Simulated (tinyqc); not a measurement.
Hubbard ring of 3 sites, step by step. Computed by tinyqc, a small Python program that keeps every step. Settings: hopping = 1.46, U = 5.7, mixing = 0.5, iteration cap = 75. Command: `OMP_NUM_THREADS=1 python tinyqc.py 30639 30640 out.jsonl` (the two numbers bound the seeds that draw the settings). One thread of a shared host (Intel(R) Xeon(R) Processor @ 2.60GHz), about 0.2 s of CPU time with the checks. Later iterations appear only in the table of the cycle.

## Mean-field iteration 1

one-body matrix (hopping and site energies) (eV), lower triangle:
```
         1        2       3
1   0.0000
2  -1.4600   0.0000
3  -1.4600  -1.4600  0.0000
```

U = 5.7000 eV

electrons, up and down: 2  1

mixing = 0.5000

n(up) at the start (a guess, not normalised): 1 0.7170, 2 0.6170, 3 0.7170

n(down) at the start (a guess): 1 0.2830, 2 0.3830, 3 0.2830

H(up) = T + U n(down), H(down) = T + U n(up); fill the lowest levels; n(new) = n + mixing (n(out) - n); E = tr T (rho up + rho down) + U sum n_up n_down of the output.

levels, up (eV): -1.1326  3.0731  3.4688

levels, down (eV): 0.9597  5.1841  5.5469

energy = -0.7503 eV

n(up) after iteration 1: 1 0.7886, 2 0.4482, 3 0.7886

n(down) after iteration 1: 1 0.2928, 2 0.3888, 3 0.2928

## Mean-field iteration 2

As before.

levels, up (eV): -1.0830  3.1292  3.5085

levels, down (eV): 0.7164  4.8737  5.9553

energy = -1.0820 eV

n(up) after iteration 2: 1 0.8240, 2 0.3648, 3 0.8240

n(down) after iteration 2: 1 0.2570, 2 0.4733, 3 0.2570

## Convergence

Each step fills the lowest levels of T + U n(other spin) and sets n(new) = n + mixing (n(out) - n); stop when output and input agree to 1e-8.

Course of the cycle:

| iteration | E (eV) | largest \|n(out) - n(in)\| | mean \|n_up - n_down\| |
|---|---|---|---|
| 1 | -0.750262 | 3.38e-01 | 0.4102 |
| 2 | -1.081990 | 1.69e-01 | 0.5176 |
| 3 | -1.253452 | 1.62e-01 | 0.6054 |
| 4 | -1.368649 | 1.39e-01 | 0.6726 |
| 5 | -1.435289 | 1.11e-01 | 0.7203 |
| 6 | -1.469767 | 8.41e-02 | 0.7525 |
| 7 | -1.486375 | 6.10e-02 | 0.7737 |
| 8 | -1.494045 | 4.29e-02 | 0.7876 |
| 9 | -1.497504 | 2.95e-02 | 0.7966 |
| 10 | -1.499043 | 2.01e-02 | 0.8025 |
| 11 | -1.499721 | 1.35e-02 | 0.8064 |
| ... | ... | ... | ... |
| 36 | -1.500252 | 4.36e-07 | 0.8138 |
| 37 | -1.500252 | 2.88e-07 | 0.8138 |
| 38 | -1.500252 | 1.90e-07 | 0.8138 |
| 39 | -1.500252 | 1.25e-07 | 0.8138 |
| 40 | -1.500252 | 8.28e-08 | 0.8138 |
| 41 | -1.500252 | 5.46e-08 | 0.8138 |
| 42 | -1.500252 | 3.61e-08 | 0.8138 |
| 43 | -1.500252 | 2.38e-08 | 0.8138 |
| 44 | -1.500252 | 1.57e-08 | 0.8138 |
| 45 | -1.500252 | 1.04e-08 | 0.8138 |
| 46 | -1.500252 | 6.85e-09 | 0.8138 |

local moments n_up - n_down: 1 0.8604, 2 -0.7208, 3 0.8604

Converged in 46 iterations. Before convergence this energy mixes input and output and is not variational, so it may rise towards its limit.

## The many-body Hamiltonian

Basis: all placements (u, d, 2, 0 on each site), up operators ordered before down ones; hops carry the sign of the same-spin electrons passed.

H (eV), lower triangle:
```
         2u0      u20      uud      20u      udu      u02      duu      02u
2u0   5.7000
u20  -1.4600   5.7000
uud  -1.4600  -1.4600   0.0000
20u  -1.4600   0.0000   0.0000   5.7000
udu   0.0000  -1.4600   0.0000  -1.4600   0.0000
u02   0.0000   0.0000  -1.4600  -1.4600  -1.4600   5.7000
duu   1.4600   0.0000   0.0000  -1.4600   0.0000   0.0000   0.0000
02u   0.0000   1.4600   0.0000   0.0000  -1.4600   0.0000  -1.4600   5.7000
0u2   0.0000   0.0000   1.4600   0.0000   0.0000  -1.4600  -1.4600  -1.4600

        0u2
0u2  5.7000
```

## Exact diagonalisation (9 states)

Lowest levels of the sector, and the double occupancy of the lowest state.

lowest levels (eV): -1.8942  -1.8942  0.0000  4.2603  4.2603  5.7000

double occupancy per site = 0.0792

The mean-field solution above lies 0.3939 eV above the exact energy.

## The lowest level by Lanczos steps

From a random start vector (not printed): a_j = <q_j|H|q_j>, b_j = norm of the remainder after orthogonalising; the Ritz value is the lowest eigenvalue of the tridiagonal matrix of a and b so far.

Lanczos:

| j | a_j (eV) | b_j (eV) | lowest Ritz value (eV) |
|---|---|---|---|
| 1 | 2.1958 | 3.4974 | 2.195827 |
| 2 | 3.4753 | 2.8065 | -0.719835 |
| 3 | 5.0203 | 3.5458 | -1.286294 |
| 4 | 1.9759 | 1.5528 | -1.814221 |
| 5 | 4.4326 | 0 | -1.894167 |
